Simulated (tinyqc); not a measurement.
Inside a calculation. Model: AlGaN/GaN HEMT with access regions, lumped model.

tinyqc, about 0.01 s, one thread, Intel Xeon 2.30GHz (shared host): `OMP_NUM_THREADS=1 python tinyqc.py 2570065 2570066 out.jsonl` Printed values are rounded.

A polarisation-induced electron sheet under a Schottky gate, in series with two ungated access regions and contacts. Drift law v = mu E/(1 + mu E/vs) under the gate. Currents in mA/mm, resistances in ohm mm. No self-heating, no channel-length modulation; fits for polarisation, barrier and offset are chosen for the exercise.

Parameters, values chosen for the exercise; values close to those of AlGaN/GaN structures:
```
symbol,value,unit,meaning
x,0.21,,aluminium share of the barrier
d,30,nm,barrier thickness
eps_r,9.4,,relative permittivity of barrier and channel
mu,1800,cm^2/(V s),channel mobility
vs,1.6e7,cm/s,saturation velocity
Lg,0.15,um,gate length
Ls,0.5,um,source access length
Ld,16,um,drain access length
Rc,0.28,ohm mm,resistance of each contact
ft,0,,share of the drain-access electrons removed by traps
Vg,1,V,gate voltage
Ec,3.3,MV/cm,critical field
te,0.46,um,depth over which the depleted charge spreads
tf,100,nm,insulator under the field plate
ei,7.5,,relative permittivity of that insulator
```

Constants: q = 1.602176634e-19 C, eps0 = 8.8541878128e-14 F/cm where lengths are in cm. Results are converted to the units shown.

## Polarisation charge, threshold and sheet resistance

sigma = (5e13 x + 1.6e13 x^2) cm^-2, phiB = 0.84 + 1.3 x, dEc = 0.7 (1.71 x + x^2) in volts, Cb = eps0 eps_r/d, VT = phiB - dEc - q sigma/Cb, access density n0 = -Cb VT/q. Rsh = 1/(q mu n0); largest access current q n0 vs.

sigma = 1.120560e13 cm^-2
Cb = 0.2774312 uF/cm^2
VT = -5.640520 V
n0 = 9.767065e12 cm^-2
Rsh = 355.0202 ohm
q n0 vs = 2503.770 mA/mm

## On-resistance and breakdown

sigma = (5e13 x + 1.6e13 x^2) cm^-2, phiB = 0.84 + 1.3 x, dEc = 0.7 (1.71 x + x^2) in volts, Cb = eps0 eps_r/d, VT = phiB - dEc - q sigma/Cb, access density n0 = -Cb VT/q. Ron = 2 Rc + Ls/(q mu n0) + Ld/(q mu (1 - ft) n0) + Lg/(mu Cb (Vg - VT)). Off state: a depleted stretch that holds the voltage V has the peak field sqrt(k V), k = 2 q n0/(eps0 eps_r te), so one edge holds V1 = Ec^2/k. The sheet under the plate pinches off at Vf = q n0 (1/Cb + tf/(eps0 ei)); beyond it the gate edge is screened. BV = V1 if Vf >= V1, else Vf + V1, and at most Ec Ld. Specific resistance Ron (Ls + Lg + Ld); figure of merit BV^2 over it.

Ron = 6.463067 ohm mm
Vf = 29.20536 V
V1 = 133.2164 V
BV = 162.4218 V
specific resistance = 1.076101 mohm cm^2
figure of merit = 24.51522 MW/cm^2

The plate raises BV by a factor of 1.22.
